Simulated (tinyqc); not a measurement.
Bulk resistivity and mean free path from two films.

Problem. In the thick-film limit single-crystal films obey rho = rho0 (1 + 3 (1 - ps) lam/(8 d)). Find rho0, lam and the product rho0 lam.

Inputs (values chosen for the exercise):
- ps = 0 (specular share of surface scattering)

rho at d = 100 and 300 nm (uohm cm): [1.9690650, 1.7963550]

Answer. rho is a straight line in 1/d: the intercept is rho0 and the slope (3/8)(1 - ps) rho0 lam. Without ps only the product (1 - ps) lam could be found.

rho0 = 1.71 uohm cm
lam = 40.4 nm
rho0 lam = 69.1 uohm cm nm

Program tinyqc, `OMP_NUM_THREADS=1 python tinyqc.py 2100081 2100082 out.jsonl`; Intel Xeon 2.30GHz, shared host, one thread, about 0.01 s.
